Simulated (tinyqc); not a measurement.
Interpolating the pair or each band alone: Wannier functions of a composite (isolated) pair of valence bands (bonds of an sp chain).

Each atom has a hybrid pointing left (<) and right (>). H(k): diagonal +V3 on A, -V3 on B; <A<|A>> = -V1a, <B<|B>> = -V1b, <A>|B<> = -V2, <B>|A<> = -V2p exp(ik); k in 1/a, Bloch sums with exp(ikR). The two lowest bands are filled. Trial functions in cell 0: g1 = cos(c) A> + sin(c) B<, and g2 = sin(c) B> + cos(c) A< of cell 1, whose Bloch vector has cos(c) exp(-ik) on A<. Projection A_mn = <psi_m|g_n>, S = A^+ A, Loewdin U = A S^(-1/2), Bloch-like states w_n = sum_m psi_m U_mn, H_W(k) = U^+ diag(E) U. P = sum_m |psi_m><psi_m| is free of phase choices, and S = g^+ P g, w = P g S^(-1/2).

Inputs chosen for the exercise: V2 = 3 eV (coupling in the bond A-B inside the cell); V2p = 2.81 eV (coupling in the bond to the next cell); V1a = 1.47 eV (coupling of the two hybrids on A); V1b = 1.59 eV (the same on B); V3 = 0 eV (A at +V3, B at -V3); c = 45 degrees (trial bonds cos(c) on A, sin(c) on B).

Largest error on 25 points from 0 to pi. Pair: diagonalise the Hermitian part of sum_R exp(ikR) H(R) over the N cells nearest the origin, with H(R) the mean of exp(-ikR) H_W(k) on the mesh k = 2 pi j/N. Alone: the cosine series of each sorted band on the same mesh.

Errors (meV):

| N | pair | each band alone |
|---|---|---|
| 3 | 44.00642 | 338.88816 |
| 4 | 15.43487 | 125.98648 |
| 5 | 6.85319 | 180.78392 |
| 6 | 1.60723 | 68.02313 |
| 8 | 0.24740 | 42.14214 |
| 14 | 0.00195 | 12.59586 |

Give the missing row, N = 10.

Computed row:
```
N      pair  each band alone
10  0.04561         25.88861
```

smallest spacing of the two filled bands = 0.2247 eV

At N = 6 the pair errs by 1.6 meV and the single bands by 68; at N = 10, 0.046 against 26. Both fall exponentially: the pair at a rate tied to the gap to the empty bands (2.75 eV), the single bands at a slower one tied to their own spacing (0.225 eV at the closest). Not every column falls at every step, since even meshes hold k = pi and odd ones do not.

Run: tinyqc, `OMP_NUM_THREADS=1 python tinyqc.py 1482433 1482434 out.jsonl`; Intel(R) Xeon(R) Processor @ 2.30GHz, one thread, shared host; about 0.2 s of CPU time with all checks.
